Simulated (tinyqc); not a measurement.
Minority carriers and saturation current of a heavily doped emitter: effect of the contact.

n-type, parabolic bands, full ionisation. eta = (EF - Ec)/kB T solves N = Nc F12(eta), F12(x) = (2/sqrt(pi)) int_0^infinity sqrt(u)/(1 + exp(u - x)) du. The gap shrinks rigidly by dEg = a3 y^(1/3) + a4 y^(1/4) + a2 y^(1/2), y = N/1e18 cm^-3, an empirical law that is here taken as the true narrowing.

ni = sqrt(Nc Nv) exp(-Eg/(2 Vt)), Eg in volts; degeneracy factor g = F12(eta) exp(-eta); nie^2 = ni^2 exp(dEg/kB T) g, p0 = nie^2/N; apparent narrowing dEg + kB T ln g. 1/tau = Cn N^2 + 1/ts, D = mup Vt, L = sqrt(D tau); J0 = (q p0 D/L)(s + tanh(W/L))/(1 + s tanh(W/L)), s = S L/D; the share recombining inside is 1 - 1/[cosh(W/L)(1 + tanh(W/L)/s)].

Parameters, values chosen for the exercise; band and dielectric values close to those of silicon: temperature T = 350 K; band gap Eg = 1.1 eV; conduction-band density of states at 350 K Nc = 3.57e19 cm^-3; valence-band density of states at 350 K Nv = 3.3e19 cm^-3; ionised donor density N = 4.3e19 cm^-3; coefficient of (N/1e18)^(1/3) a3 = 10.7 meV; coefficient of (N/1e18)^(1/4) a4 = 2.2 meV; coefficient of (N/1e18)^(1/2) a2 = 3.8 meV; minority-hole mobility mup = 190 cm^2/(V s); Auger coefficient Cn = 3.2e-31 cm^6/s; defect lifetime ts = 3.6 us; emitter width W = 390 nm.

Constants: q = 1.602176634e-19 C, kB = 1.380649e-23 J/K, Vt = kB T/q. Results are converted to the units shown.

Result of one run:

| J0 (fA/cm^2) | share inside (%) |
|---|---|
| 6.074e5 | 7.603 |

Which recombination velocity at the contact S gave this result: 80, 1500, 26000, 1.1e5 or 8.8e6 cm/s?

S = 8.8e6 cm/s.

The whole series:

| S (cm/s) | J0 (fA/cm^2) | share inside (%) |
|---|---|---|
| 80 | 8.783e4 | 99.66 |
| 340 | 8.872e4 | 98.59 |
| 1500 | 9.264e4 | 94.07 |
| 6200 | 1.080e5 | 79.60 |
| 26000 | 1.637e5 | 49.77 |
| 1.1e5 | 3.075e5 | 22.78 |
| 4.8e5 | 4.877e5 | 11.42 |
| 2.1e6 | 5.803e5 | 8.331 |
| 8.8e6 | 6.074e5 | 7.603 |

J0 rises from 87800 to 6.07e5 fA/cm^2, between the limits q p0 (D/L) tanh(W/L) = 87600 and q p0 (D/L) coth(W/L) = 6.17e5; W/L = 0.40, so passivating the contact can gain at most a factor of 7.04.

Range of the model: Band tails, non-parabolic bands and incomplete ionisation are left out.

Numbers from tinyqc (`OMP_NUM_THREADS=1 python tinyqc.py 2330106 2330107 out.jsonl`; about 0.01 s on one thread of a shared Intel Xeon 2.30GHz).
